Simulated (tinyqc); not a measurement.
Changing the layer thickness t: four-point probe, van der Pauw, Hall and spreading-resistance readings of a semiconductor layer. Computed by tinyqc, a small Python program. Command: `OMP_NUM_THREADS=1 python tinyqc.py 3113810 3113811 out.jsonl probe sweep`. One thread of a shared host (Intel(R) Xeon(R) Processor @ 2.30GHz), about 0.01 s of CPU time with the checks.

The layer is uniform and ohmic; contacts are points unless a radius is given.

Inputs (values chosen for the exercise, modelled on p-type silicon):
```
quantity             value        unit
carrier density n  9.2e+18      1/cm^3
drift mobility mu     57.9  cm^2/(V s)
probe spacing s          1          mm
current I                3          mA
```

Backing of the layer: insulating.

Constants: e = 1.602176634e-19 C.

Method:
- rho = 1/(e n mu); R_s = rho/t.
- Collinear probes with equal spacing on a layer with insulating backing: images at depth 2 m t give V = (rho I/(2 pi s)) G, G = 1 + 4 sum_(m>=1) [1/sqrt(1 + (2 m u)^2) - 1/sqrt(4 + (2 m u)^2)], u = t/s; the sum runs to m = 20000, with the tail 3/(32 u^3 M^2) added to the sum for M = 20000.
- Limits: thick, rho = 2 pi s V/I; thin on an insulator, rho = (pi/ln 2) t V/I.

One run for each value:
```
layer thickness t (micrometre)  voltage V (mV)       G  rho by the thick formula (ohm cm)  rho by the thin formula (ohm cm)
40                                      1.9389  34.657                            0.40609                          0.011717
75                                      1.0341  18.484                            0.21658                          0.011717
140                                     0.5540   9.902                            0.11602                          0.011717
260                                     0.2983   5.332                            0.06248                          0.011717
490                                     0.1586   2.836                            0.03323                          0.011744
920                                     0.0896   1.601                            0.01876                          0.012448
1700                                    0.0640   1.144                            0.01340                          0.016434
3200                                    0.0574   1.026                            0.01202                          0.027737
6000                                    0.0562   1.004                            0.01177                          0.050920
```

Over the rows, voltage V (mV) falls from 1.94 to 0.0562 (exponent d ln y / d ln x -1.00 between the first rows and -0.034 between the last); G falls from 34.7 to 1.00 (exponent d ln y / d ln x -1.0 between the first rows and -0.034 between the last); rho by the thick formula (ohm cm) falls from 0.406 to 0.0118 (exponent d ln y / d ln x -1.0 between the first rows and -0.034 between the last). At the low end the exponent of voltage V is -1.00, close to -1: a thin layer, V = R_s I ln 2/pi.
